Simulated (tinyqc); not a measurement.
# Changing the screening length lambda

Model: Landau-Devonshire theory of a uniaxial ferroelectric. Computed by tinyqc, a small Python program. Command: `OMP_NUM_THREADS=1 python tinyqc.py 3015176 3015177 out.jsonl ferro sweep`. One thread of a shared host (Intel(R) Xeon(R) Processor @ 2.30GHz), about 0.01 s of CPU time with the checks.

G(P) = (alpha/2) P^2 + (beta*/4) P^4 + (gamma/6) P^6 - E P per volume, SI units, one domain, P along the polar axis.

Inputs (values chosen for the exercise, for a model ferroelectric):

| quantity | value | unit |
|---|---|---|
| alpha_0 | 481000 | J m/(C^2 K) |
| Curie-Weiss temperature T0 | 570 | K |
| beta | 1.25e+09 | J m^5/C^4 |
| gamma | 3.16e+09 | J m^9/C^6 |
| temperature T | 235 | K |
| film thickness d | 7.1 | nm |
| background permittivity eps_b | 10 | - |

Sample: free crystal.

Constants: eps_0 = 8.8541878128e-12 F/m.

Method:
- alpha = alpha_0 (T - T0*), T0* = T0, beta* = beta.
- Between shorted electrodes with screening length lambda each, the depolarising field is -k P, k = 2 lambda/(eps_0 (d + 2 lambda eps_b)), so alpha turns into alpha + k.
- Ps^2 = [-beta* + sqrt(beta*^2 - 4 alpha gamma)]/(2 gamma).
- The polar state is the lowest uniform state while alpha + k < 0 (beta* > 0) or < 3 beta*^2/(16 gamma) (beta* < 0); setting the equality gives the critical thickness d_c.

One run for each value:

| screening length lambda (nm) | critical thickness d_c (nm) | depolarising coefficient k (J m/C^2) | polarisation of the film (microcoulomb/cm^2) | size of the depolarising field (MV/m) |
|---|---|---|---|---|
| 0.0010 | 1.38 | 3.1725e+07 | 29.186 | 9.259 |
| 0.0019 | 2.63 | 6.0125e+07 | 26.236 | 15.774 |
| 0.0037 | 5.11 | 1.1650e+08 | 18.156 | 21.151 |
| 0.0072 | 9.95 | 2.2451e+08 | 0.000 | 0.000 |
| 0.0140 | 19.35 | 4.2850e+08 | 0.000 | 0.000 |
| 0.0270 | 37.31 | 7.9827e+08 | 0.000 | 0.000 |
| 0.0520 | 71.85 | 1.4430e+09 | 0.000 | 0.000 |
| 0.1000 | 138.18 | 2.4822e+09 | 0.000 | 0.000 |

Over the rows, critical thickness d_c (nm) rises from 1.38 to 138 (exponent d ln y / d ln x about 1.0 throughout); depolarising coefficient k (J m/C^2) rises from 3.17e7 to 2.48e9 (exponent d ln y / d ln x 1.00 between the first rows and 0.83 between the last); polarisation of the film (microcoulomb/cm^2) falls from 29.2 to 0, flat over part of the range. The exponent of critical thickness d_c stays at 1: k depends on lambda/d.

Caution (rows 0.00100): a critical thickness of a few unit cells is outside the continuum theory.

Extremes, crossings and ranges named in words are read from the listed rows.
